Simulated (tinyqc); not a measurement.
Film thickness from the threshold shift.

Inverse problem. Undoped body with a flat potential across it, hard walls, transport along x. Three valley pairs (g = 2 each) with the longitudinal mass along x, y or z. Non-parabolicity enters the subband edges through E (1 + al E) = gamma, so E = 2 gamma/(1 + sqrt(1 + 4 al gamma)); motion within a subband is taken as parabolic with the band-edge mass. Energies are counted from the bulk band edge. gamma = C (pi k/(t + dl))^2/mz, C = hbar^2/(2 m0). Each subband has N_k = g sqrt(mx my) m0 kB T/(pi hbar^2); without degeneracy n = exp(EF/Vt) sum N_k exp(-E_k/Vt). Classical value Nc times t, Nc = sum over valleys of 2 g (m m0 kB T/(2 pi hbar^2))^1.5 with m = (mx my mz)^(1/3). Threshold shift dVT = Vt ln(classical value/sum N_k exp(-E_k/Vt)). Find t and the lowest subband edge.

Values chosen for this exercise; masses close to those of silicon: temperature T = 300 K; longitudinal mass ml = 0.918 m0; transverse mass mt = 0.191 m0; non-parabolicity al = 0.5 1/eV; widening of the box by penetration into the insulator dl = 0.3 nm.

Constants: q = 1.602176634e-19 C, kB = 1.380649e-23 J/K, hbar = 1.054571817e-34 J s, m0 = 9.1093837015e-31 kg, Vt = kB T/q, hbar^2/(2 m0) = 0.0380998212 eV nm^2. Results are converted to the units shown.

dVT = 14.479686 mV

Solution. dVT is evaluated for trial values of t with all subbands; between 1.5 and 25 nm one value matches.

t = 8.50 nm
E_1 = 5.28 meV

Program tinyqc, `OMP_NUM_THREADS=1 python tinyqc.py 2350091 2350092 out.jsonl`; Intel Xeon 2.30GHz, shared host, one thread, about 0.06 s.
